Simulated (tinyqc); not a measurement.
Polycrystalline film, grain-boundary barriers (Seto model): one step of the calculation.

One-dimensional grains of size Lg with donors N; each boundary has Qt acceptor-like traps per area at one level Et below the band edge. Trapped electrons qt deplete a width w = qt/N (both sides together) and raise a barrier Vb = q N w^2/(8 eps0 eps_r). Current crosses the barriers by thermionic emission at small bias. Abrupt depletion, full ionisation, Boltzmann statistics.

Problem. Trapped charge. w = qt/N, Vb = q N w^2/(8 eps0 eps_r), out = Qt/(1 + 2 (Nc/N) exp((Vb - Et)/Vt)); qt(new) = out.

Inputs (values chosen for the exercise); values close to those of polycrystalline silicon: temperature T = 300 K; relative permittivity of the semiconductor eps_r = 11.7; grain size Lg = 400 nm; trap density at a boundary Qt = 1.3e12 cm^-2; donor density N = 2.4e17 cm^-3; conduction-band density of states at T Nc = 2.8e19 cm^-3; trap level below the band edge Et = 0.55 eV.

Constants: q = 1.602176634e-19 C, kB = 1.380649e-23 J/K, Vt = kB T/q, eps0 = 8.8541878128e-14 F/cm where lengths are in cm. Results are converted to the units shown.

qt at the start = 1.2e12 cm^-2

Wanted: w; Vb; out; qt after iteration 1.

Solution.

w = 50.00 nm
Vb = 0.1160 V
out = 1.300e12 cm^-2
qt after iteration 1 = 1.300e12 cm^-2

Program tinyqc, `OMP_NUM_THREADS=1 python tinyqc.py 2610138 2610139 out.jsonl`; Intel Xeon 2.30GHz, shared host, one thread, about 0.01 s.
